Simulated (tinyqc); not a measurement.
Length of a polyene: Hueckel, PPP and singles CI along the polyenes. Computed by the program tinyqc. 

All-trans chains of carbon centres 1.40 angstrom apart:
```
parameter                               value
beta (eV), times 1 +/- alternation  -2.480000
alternation                          0.070000
W (eV)                              11.160000
gamma_rr (eV)                       10.200000
repulsion formula                        Ohno
```

Hueckel uses the same beta without repulsion; CIS keeps all single excitations and so misses the low, doubly excited 2Ag state. W is the valence ionisation energy of a centre, MN the Mataga-Nishimoto formula, f the oscillator strength.

Gaps and excitations (eV):
```
centres  Hueckel gap  PPP orbital gap  bright singlet (CIS)       f  lowest triplet (CIS)
2             5.3072          12.5498                6.7859  0.5818                3.8285
4             3.4803           9.9591                5.3061  1.0841                2.7291
6             2.6464           8.6543                4.4522  1.5191                2.2057
8             2.1749           7.8809                3.9074  1.9077                1.9237
10            1.8735           7.3779                3.5350  2.2603                1.7561
12            1.6649           7.0306                3.2685  2.5876                1.6491
14            1.5125           6.7800                3.0714  2.8979                1.5772
```

The Hueckel gap tends to 4 x alternation x |beta| = 0.69 eV for long chains. Exchange opens the PPP orbital gap, and the attraction of electron and hole brings the bright state 3.71 eV below it at 14 centres; the triplet lies 1.49 eV lower still.
